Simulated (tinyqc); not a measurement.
Wider gaps screen less: band offset of a heterojunction with an interface dipole (two-band chains, self-consistent charge).

Sites alternate A, C. Left: A at -G1/2, C at +G1/2, hopping -t1; right: A at D - G2/2, C at D + G2/2, hopping -t2; the bonds across the two interfaces of a ring (C left to A right, C right to A left) have -sqrt(t1 t2). D is the offset of the mid-gaps, so Ev(right) - Ev(left) = D - (G2 - G1)/2 and Ec(right) - Ec(left) = D + (G2 - G1)/2. The closing bond has its sign reversed (antiperiodic ring). Half the levels are filled with two electrons each. The charge moved is q = (electrons on the left) less one a site; the mean over the two interfaces, q/2, is taken as the charge that crosses each, and its dipole opposes the offset: D = D0 - u q/2.

From here on the ring has 24 cells a side.

Inputs chosen for the exercise (gaps near those of GaAs and AlAs; the chains and D0 are free models, so the offsets are not those of the real pair; not measured data): G1 = 1.37 eV (gap on the left); t1 = 2.3 eV (hopping on the left); t2 = 2.24 eV (hopping on the right); u = 4.3 eV (potential step per electron moved across).

G2 is varied. chi = (q(+0.01) - q(-0.01))/0.02 at D = 0, S = 1/(1 + u chi/2).

Against G2:

| G2 (eV) | chi (1/eV) | S |
|---|---|---|
| 0.7 | 0.52049 | 0.4719 |
| 1.1 | 0.43391 | 0.5174 |
| 1.5 | 0.37350 | 0.5546 |
| 2.3 | 0.29158 | 0.6147 |
| 3.4 | 0.22016 | 0.6787 |
| 5.5 | 0.14015 | 0.7685 |
| 7.0 | 0.10509 | 0.8157 |
| 9.0 | 0.07367 | 0.8633 |

What can be read from this table?

chi falls from 0.5205 to 0.0737 1/eV, a factor 7.1, and S rises from 0.472 to 0.863: charge crosses through the tails of states that tunnel into the other gap, and these shorten as the gap widens. u is kept fixed, though a wider gap also screens less and would raise it.

tinyqc: `OMP_NUM_THREADS=1 python tinyqc.py 1452048 1452049 out.jsonl`; about 0.3 s, one thread, shared Intel(R) Xeon(R) Processor @ 2.30GHz.
